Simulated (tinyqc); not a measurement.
# Microkinetic model of low-temperature epitaxy from hydride gases: adsorption, hydrogen desorption and rate control, step by step

A worked calculation. Computed by tinyqc, a small Python program that keeps every step. Command: `OMP_NUM_THREADS=1 python tinyqc.py 3007448 3007449 out.jsonl hepi walk`. One thread of a shared host (Intel(R) Xeon(R) Processor @ 2.30GHz), about 0.01 s of CPU time with the checks. Intermediate numbers are printed to about 7 digits and carried at full precision; extremes and crossings named in words are read from the listed rows.

Each hydride molecule needs two free sites and leaves four hydrogen atoms, of which two leave at once as H2; theta is the hydrogen coverage, the site density is 6.78 per nm^2 and one layer is 1.358 angstrom thick.

Inputs (values chosen for the exercise, close to those used for silane and germane, with second-order desorption as on Si(111) but the site density of Si(001)):

| quantity | value | unit |
|---|---|---|
| silane pressure p_S | 1.2 | Pa |
| sticking prefactor of silane s0 | 0.11 | - |
| adsorption barrier E_s | 0.26 | eV |
| desorption prefactor nu_d | 2.3e+12 | 1/s |
| desorption energy on silicon E_d | 2.04 | eV |
| hydrogen carrier pressure p_H | 0 | Pa |
| sticking of hydrogen s_H | 6.1e-07 | - |
| temperature T | 490 | C |
| germane pressure p_G | 0.016 | Pa |
| sticking ratio of germane to silane r_G | 1.6 | - |
| lowering of E_d per unit germanium fraction, dE | 0.4 | eV |

Film: silicon-germanium. Order of hydrogen desorption: second.

Constants: k_B = 8.617333262e-05 eV/K; u = 1.6605390666e-27 kg; k_B = 1.380649e-23 J/K.

## Rate constants

Flux per site F = p/(sqrt(2 pi M k_B T) x 6.78e18 per m^2), M = 32.12 u (silane), 76.63 u (germane), 2.016 u (hydrogen); s = s0 exp(-E_s/(k_B T)); k_S = s F_S, k_G = r_G s F_G; germanium fraction x = k_G/(k_S + k_G); k = k_S + k_G; k_H = s_H F_H; k_d = nu_d exp(-(E_d - dE x)/(k_B T)). Temperatures in kelvin are T(C) + 273.15.

k = 6.372864 1/s

germanium fraction x = 0.01362353

k_H = 0 1/s

k_d = 0.08428058 1/s

## Coverage and growth rate

With k the hydride and k_H the hydrogen adsorption rate on free pairs and k_d the desorption rate, steady state: 2 (k + k_H)(1 - theta)^2 = k_d theta^2; growth rate R = k (1 - theta)^2 layers/s; 1 layer/s = 8.148 nm/min. With c = 2 (k + k_H)/k_d the free share is 1 - theta = 1/(1 + sqrt(c)).

c = 151.2297

hydrogen coverage theta = 0.9247982

growth rate R in layers = 0.03604055 layers/s

growth rate G = 0.2936584 nm/min

Hydrogen covers most sites: its desorption limits growth.

## Degrees of rate control

X_i = d ln R/d ln k_i at fixed other constants. With f = 1 - theta and a = 2/f + 2/theta: d ln f/d ln k_d = 1/(a f), so X_d = 2/(a f), X_k = 1 - X_d k/(k + k_H), X_H = -X_d k_H/(k + k_H); they sum to 1.

X_d (desorption) = 0.9247982

X_k (hydride adsorption) = 0.07520183

X_H (hydrogen adsorption) = 0

## Two regimes over temperature

Limits: desorption-limited R = k_d k/(2 (k + k_H)), adsorption-limited R = k.

Growth:

| T (C) | theta | G (nm/min) | desorption limit (nm/min) | adsorption limit (nm/min) |
|---|---|---|---|---|
| 400 | 0.9871901 | 5.347613e-03 | 5.487296e-03 | 32.5889 |
| 450 | 0.9633551 | 5.756100e-02 | 6.202339e-02 | 42.8649 |
| 500 | 0.9114637 | 4.256080e-01 | 5.123080e-01 | 54.2959 |
| 550 | 0.8186220 | 2.194194e+00 | 3.274223e+00 | 66.6969 |
| 600 | 0.6848193 | 7.935540e+00 | 1.692094e+01 | 79.8835 |
| 650 | 0.5308088 | 2.062277e+01 | 7.319323e+01 | 93.6801 |
| 700 | 0.3863077 | 4.064662e+01 | 2.723690e+02 | 107.9252 |
| 750 | 0.2704304 | 6.518958e+01 | 8.913887e+02 | 122.4742 |
| 800 | 0.1864504 | 9.080758e+01 | 2.612134e+03 | 137.2000 |
| 850 | 0.1287840 | 1.153650e+02 | 6.955856e+03 | 151.9926 |

The apparent activation energy of G is 1.99 eV between the first rows and 0.50 eV between the last; full hydrogen cover gives a value near the desorption energy (plus E_s where k_H far exceeds k), a bare surface one near E_s less k_B T/2 from the flux. The coverage passes one half between 650 and 700 C, the knee of the Arrhenius plot.

Checks made by the program: steady coverage against time integration of d theta/dt (relative difference below 1e-10); degree of control against a finite difference (relative difference below 1e-10).
